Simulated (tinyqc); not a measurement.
Spin curve: spin coating of a resist or spin-on film: centrifugal thinning, evaporation and the final thickness (Emslie and Meyerhofer models). Computed by tinyqc, a small Python program. Command: `OMP_NUM_THREADS=1 python tinyqc.py 3111313 3111314 out.jsonl spincoat walk`. One thread of a shared host (Intel(R) Xeon(R) Processor @ 2.30GHz), about 0.09 s of CPU time with the checks.

A Newtonian film stays uniform over the wafer; solvent and solids have the same density and the concentration is uniform through the thickness.

Inputs (values chosen for the exercise, of the order of those of a polymer resist in an ester solvent): solids volume fraction c0 = 0.2; kinematic viscosity of the solvent nu_s = 1.2 mm^2/s; viscosity constant k = 450 mm^2/s; viscosity exponent gamma = 3.4; spin speed f = 2000 rpm; evaporation rate at 1000 rpm e0 = 0.078 micrometre/s; starting thickness h0 = 300 micrometre; wafer radius R = 50 mm.

Method:
- omega = 2 pi f/60; nu(c) = nu_s + k c^gamma; evaporation rate e = e0 sqrt(f/1000 rpm).
- Flow constant K = 2 omega^2/(3 nu(c0)); Reynolds number of the air omega R^2/nu_air with nu_air = 15 mm^2/s.
- Meyerhofer estimate: flow rules until (1 - c0) K h^3 = e, then evaporation alone: h_w = (e/((1 - c0) K))^(1/3), dry film c0 h_w.
- Full model for solids s and liquid l per area, h = s + l, c = s/h: ds/dt = -c Q, dl/dt = -(1 - c) Q - e, Q = 2 omega^2 h^3/(3 nu(c)); integrated adaptively (relative tolerance 1e-9) until l = 0.

dry film, estimate = 488.539 nm

Dry film against speed:
```
f (rpm)  full model (nm)  estimate (nm)  time to dry (s)
500               1108.0         977.08           92.405
1000               783.5         690.90           46.205
1500               639.7         564.12           30.804
2000               554.0         488.54           23.103
3000               452.3         398.89           15.402
4000               391.7         345.45           11.552
6000               319.9         282.06            7.701
```

What does the comparison show, and why?

The full thickness goes as f^-0.500; the estimate as (e/omega^2)^(1/3) = f^(-1/2). The time to dry goes as f^-1.00. A thickness window of 1 % allows a speed error of about 2 %.
